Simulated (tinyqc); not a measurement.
Two-band model of a narrow-gap semiconductor with electrons and holes: one step, computed by the program tinyqc.

Two parabolic bands with acoustic scattering (r = -1/2, a = 0), a gap that does not change with T, and fully ionised dopants. Melting is ignored, so values above the melting point are formal, and kappa_L does not change with T. eta_n = (E_F - E_c)/(k_B T), eta_p = -eta_n - E_g/(k_B T).

Question. Both bands together. Both bands together (these totals replace the one-band zT): sigma = sigma_n + sigma_p; S = (sigma_p |S_p| - sigma_n |S_n|)/sigma; kappa_bip = (sigma_n sigma_p/sigma)(|S_n| + |S_p|)^2 T; kappa_e = (L_n sigma_n + L_p sigma_p) T; zT = S^2 sigma T/(kappa_L + kappa_e + kappa_bip); weak-field R_H = (r_p sigma_p^2/p - r_n sigma_n^2/n)/(e sigma^2), where the Hall factors r_n and r_p are <x^(3/2)> <x^(1/2)>/<s>^2.

Inputs (values chosen for the exercise, for a model material): lattice thermal conductivity kappa_L = 1.7 W/(m K); temperature T = 750 K.

Doping: p-type.

Partial coefficients:
```
band       sigma (S/cm)  |S| (microvolt/K)  L (1e-8 V^2/K^2)  density (1/cm^3)  Hall factor
electrons      1.247805           595.1294          1.486543      5.612164e+16     1.177569
holes          14.99876           294.0096          1.530409      1.456122e+18     1.161495
```

Constants: e = 1.602176634e-19 C.

Give: conductivity sigma; Seebeck coefficient S; bipolar thermal conductivity; kappa_e; zT; Hall coefficient R_H.

Answer.

conductivity sigma = 16.247 S/cm

Seebeck coefficient S = 225.72 microvolt/K

bipolar thermal conductivity = 0.068303 W/(m K)

kappa_e = 0.018607 W/(m K)

zT = 0.034742

Hall coefficient R_H = 3.4707 cm^3/C

The minority band lowers |S| from 294 to 226 microvolt/K, and bipolar flow adds 3.8 % of the thermal conductivity.
